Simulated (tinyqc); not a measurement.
Inside a calculation. Method: RKS/BP86 in the sto-6g basis, for H3+, spin multiplicity 1. One step of it, computed by the program tinyqc.

Task: Iteration 2: diagonalisation and new density. Diagonalise F' = X^T F X, C = X C', fill 1 alpha and 1 beta electrons from the bottom; D = 2 C_occ C_occ^T. Each column has its largest component positive (the first on a tie).

Kohn-Sham matrix F (hartree), lower triangle:
```
           1H 1s      2H 1s      3H 1s
1H 1s  -0.740043
2H 1s  -0.557118  -0.740043
3H 1s  -0.556758  -0.556758  -0.739918
```

X, lower triangle:
```
           1H 1s      2H 1s     3H 1s
1H 1s   1.166408
2H 1s  -0.227139   1.166408
3H 1s  -0.226792  -0.226792  1.166215
```

Give: F' = X^T F X; orbital energies; coefficients C; D after iteration 2.

Result:

F' = X^T F X (hartree), lower triangle:
```
        1       2       3
1  -0.551
2  -0.195  -0.551
3  -0.195  -0.195  -0.551
```

orbital energies (hartree): MO1 -0.941, MO2 -0.356, MO3 -0.355

coefficients C:
```
         MO1     MO2     MO3
1H 1s  0.411  -0.569   0.985
2H 1s  0.411  -0.569  -0.985
3H 1s  0.411   1.137   0.000
```

D after iteration 2, lower triangle:
```
       1H 1s  2H 1s  3H 1s
1H 1s  0.339
2H 1s  0.339  0.339
3H 1s  0.338  0.338  0.338
```
